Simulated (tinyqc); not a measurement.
Worked calculation: Lorentz oscillators and the Kramers-Kronig relations. Values are carried at full precision from step to step, so a last printed digit may differ when a step is redone from the rounded ones.

eps(E) = 1 + sum_j S_j/(E0_j^2 - E^2 - i G_j E).

Constants: hbar c = 1973.269805 eV angstrom; hbar^2/2m0 = 3.80998211 eV angstrom^2; e^2/(4 pi eps0) = 14.39964547 eV angstrom.

Parameters, chosen for this exercise:
- E0 = (2.17, 4.54) eV (resonances)
- G = (0.49, 0.82) eV (widths)
- S = (16.1, 67.8) eV^2 (strengths)
- E = 3.63 eV (photon energy)
- h = 0.5 eV (grid step)
- M = 36 (grid points E_j = j h)
- i = 6 (grid index at which eps1 is wanted)

## Dielectric function at one energy

Evaluate each oscillator and the sum.

terms: -1.8209+0.3825i  7.8596+3.1467i

eps(E) = 7.0386+3.5292i
eps(0) = 7.7085

## Optical constants

n + i k = sqrt(eps1 + i eps2) with k >= 0; R = ((n - 1)^2 + k^2)/((n + 1)^2 + k^2) at normal incidence from vacuum; alpha = 2 E k/(hbar c), times 1e8 for 1/cm; loss function Im(-1/eps) = eps2/(eps1^2 + eps2^2).

Convert eps at the photon energy E into the optical constants.

n = 2.7306
k = 0.6462
R = 0.2381
alpha = 2.38e+05 1/cm
loss function = 0.0569
vacuum wavelength hc/E (hc = 1239.841984 eV nm) = 341.6 nm

The intensity falls to 1/e within 42.1 nm.

## Absorptive part on the grid

Tabulate eps2 at E_j = j h.

eps2(E_j), j = 1 .. M: 0.2648  0.7080  2.0429  11.1842  5.7493  2.3342  2.9515  7.1843  18.3433  7.8015  2.7661  1.3259  0.7638  0.4919  0.3410  0.2489  0.1887  0.1473  0.1178  0.0959  0.0794  0.0666  0.0565  0.0484  0.0418  0.0364  0.0320  0.0282  0.0250  0.0223  0.0200  0.0180  0.0163  0.0147  0.0134  0.0122

## eps1 at one grid point

Kramers-Kronig: eps1(E) = 1 + (2/pi) P integral_0^infinity E1 eps2(E1)/(E1^2 - E^2) dE1. Maclaurin rule on the grid E_j = j h, j = 1 .. M: eps1(E_i) = 1 + (4 h/pi) sum over j with j - i odd of E_j eps2(E_j)/(E_j^2 - E_i^2); nothing is added above E_M.

List the terms E_j eps2_j/(E_j^2 - E_i^2) for j - i odd, add them and form eps1.

terms in order of j (1/eV): -0.0151  -0.4540  -5.2266  3.1785  7.3373  0.7159  0.1493  0.0541  0.0254  0.0138  0.0082  0.0053  0.0036  0.0025  0.0018  0.0013  0.0010  0.0008

sum = 5.803 1/eV
eps1(E_i) = 4.694

The oscillator formula gives 3.230 at E_i = 3 eV. The rule samples every 2h = 1 eV against a narrowest width of 0.49 eV and stops at 18 eV; coarse sampling and the missing tail make the difference.

## The f-sum on the grid

W(E_M) = (2/pi) h sum_j E_j eps2_j, with half weight on the last point; the full integral equals sum S_j = (hbar omega_p)^2, and the electron density follows from (hbar omega_p)^2 = 8 pi c (e^2/(4 pi eps0)) N with c = hbar^2/2m0.

W(E_M) = 81.55 eV^2
sum S = 83.90 eV^2
share reached on this grid (a step near the line widths can inflate it) = 0.972
hbar omega_p = 9.160 eV
N = 6.08e+22 1/cm^3

## Checks

- The value of eps1 at 3.634 eV from a fine, long grid (with the tail of eps2 ~ 1/E^3 added) against the oscillator formula: both 7.07.

Run: tinyqc, `OMP_NUM_THREADS=1 python tinyqc.py 1681055 1681056 out.jsonl`; Intel(R) Xeon(R) Processor @ 2.30GHz, one thread, shared host; about 0.2 s of CPU time with all checks.
